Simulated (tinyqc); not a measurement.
# Hexagonal on-chip spiral inductor, lumped pi model, step by step

Computed by the program tinyqc: `OMP_NUM_THREADS=1 python tinyqc.py 2302176 2302177 out.jsonl`, one thread of a shared Intel Xeon 2.30GHz, about 0.01 s for the whole run. Printed values are rounded.

Outer diameter do = di + 2 n wd + 2 (n - 1) sp, mean da = (do + di)/2, fill p = (do - di)/(do + di), length l = 3.464 n da. L = 2.33 mu0 n^2 da/(1 + 3.82 p), mu0 = 4 pi 1e-7 H/m. Rs = rho l/(wd delta (1 - exp(-th/delta))), delta = sqrt(rho/(pi f mu0)). Cs = n wd^2 eps0 eo/hu across the coil. At each end Cox = l wd eps0 eo/(2 ho) leads to the substrate branch Rsi = 2 rs he/(l wd) in parallel with Csi = l wd eps0 11.7/(2 he). With one end grounded Y = 1/(Rs + i w L) + i w Cs + 1/[1/(i w Cox) + 1/(1/Rsi + i w Csi)], w = 2 pi f; Q = -Im Y/Re Y. Eddy currents in neighbouring turns and in the substrate are left out.

Inputs (values chosen for the exercise); values of the order met in silicon radio-frequency processes:
```
symbol,value,unit,meaning
n,4.5,,number of turns
wd,8,um,line width
sp,2,um,space between turns
di,60,um,inner diameter
th,0.9,um,metal thickness
rho,3,uohm cm,metal resistivity
ho,9.5,um,oxide below the coil
hu,0.7,um,oxide between coil and underpass
eo,3,,relative permittivity of the oxide
rs,10,ohm cm,substrate resistivity
he,50,um,effective spreading depth in the substrate
f,3.3,GHz,frequency
```

Constants: eps0 = 8.8541878128e-12 F/m. Results are converted to the units shown.

## Geometry and model elements

do, l, L, delta, Rs, Cs, Cox, Rsi and Csi as defined.

do = 146 um
l = 1605.56 um
L = 2.35359 nH
delta = 1.51748 um
Rs = 8.86864 ohm
Cs = 10.9286 fF
Cox = 17.9570 fF
Rsi = 778.543 ohm
Csi = 13.3061 fF

Rs is 1.33 times the direct-current value in this empirical form, which overstates the skin effect of a flat slab when delta is near th and so stands in for some current crowding.

## Admittance, quality factor and apparent inductance

Series branch 1/(Rs + i w L), substrate branch, total Y, Q = -Im Y/Re Y, apparent inductance Im(1/Y)/w, metal-only value w L/Rs, share of the loss in the substrate Re(substrate branch)/Re Y.

series branch = 3.6049-19.8364i mS
substrate branch = 0.086020+0.328918i mS
Y = 3.6909-19.2809i mS
Q = 5.22385
apparent inductance = 2.41295 nH
w L/Rs = 5.50260
share of the loss in the substrate = 2.33058 %

Q is 94.9 % of the metal-only value.
